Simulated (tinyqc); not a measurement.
Valley-orbit splitting of a donor ground state, with strain: one step, computed by the program tinyqc.

The basis is the 1s envelope in each valley; energies are counted from the unstrained conduction-band edge. The strain is e_s (a a^T - 1/3) for the unit stress axis a, so valley j along n_j moves by Xi_u e_s w_j with w_j = (n_j.a)^2 - 1/3: +2/3 for [111], -2/9 for the others.

Task: Populations and ionisation. H_jj = -(E_0 + Lambda) + Xi_u e_s w_j; H_jk = -Delta_1 between any two valleys. z = sum over levels of exp(-(E - E_ground)/k_B T), the ground-state share being 1/z; N_c = 2 (2 pi m_e k_B T/h^2)^(3/2) sum_j exp(-(shift_j - lowest shift)/k_B T); n1 = N_c/(2 z) exp(-binding/k_B T), binding = lowest shift - E_ground; without compensation n = 2 N_D/(1 + sqrt(1 + 4 N_D/n1)) (Boltzmann statistics; p and higher states left out).

Inputs (values chosen for the exercise, modelled on donors in germanium):
```
quantity                                    value   unit
single-valley binding energy E_0             9.65    meV
central-cell shift Lambda                    0.61    meV
coupling Delta_1                              0.8    meV
shear deformation potential Xi_u               16     eV
shear strain e_s                          4.6e-05      -
temperature T                                  30      K
donor density N_D                         6.3e+15  cm^-3
density-of-states mass of one valley m_e    0.214    m_0
```

Valleys: four along <111>. Stress axis: [111].

Constants: k_B = 8.617333262e-05 eV/K; m_0 = 9.1093837015e-31 kg; k_B = 1.380649e-23 J/K; h = 6.62607015e-34 J s.

Give: partition sum z; share of neutral donors in the ground state; N_c; n1; free electrons n.

Result:

partition sum z = 1.864

share of neutral donors in the ground state = 0.5366

N_c = 2.967e+17 cm^-3

n1 = 6.277e+14 cm^-3

free electrons n = 1.699e+15 cm^-3
